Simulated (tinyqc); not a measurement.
Born-von Karman spring model of a cubic crystal with one atom per cell: one step, computed by the program tinyqc. Command: `OMP_NUM_THREADS=1 python tinyqc.py 3020617 3020618 out.jsonl springs walk`. One thread of a shared host (Intel(R) Xeon(R) Processor @ 2.30GHz), about 0.2 s of CPU time with the checks.

First neighbours lie at a/2 (1,1,1) (8 of them), second at a (1,0,0) (6), with all permutations and signs; the volume per atom is Omega = a^3/2.

Question. Frequencies and polarisations. Diagonalise D. An eigenvalue lambda of D in eV/(angstrom^2 u) gives nu = 15.6333042 THz x sqrt(lambda). Eigenvectors are columns, with the largest component positive; the longitudinal weight is (e.q)^2/q^2.

Inputs (values chosen for the exercise, for a model crystal).

Lattice: bcc.

wave vector q (2 pi/a): 0.14  0.25  0.29

D(q) (eV/(angstrom^2 u)):
```
           x          y          z
x  0.1816948  0.0425146  0.0548094
y  0.0425146  0.2366815  0.1164760
z  0.0548094  0.1164760  0.2581345
```

Constants: nu for 1 eV/(angstrom^2 u) = 15.6333042 THz.

Give: eigenvalues; frequencies; polarisation vectors; longitudinal weights.

Answer.

eigenvalues (eV/(angstrom^2 u)): 0.12948  0.15942  0.38761

frequencies (THz): 5.6254  6.2420  9.7330

polarisation vectors:
```
     mode 1    mode 2   mode 3
x  -0.17067   0.93244  0.31849
y  -0.69317  -0.34334  0.63374
z   0.70027  -0.11260  0.70494
```

longitudinal weights: 0.00021  0.00087  0.99892

Mode 3 is the most longitudinal, with weight 1.00.
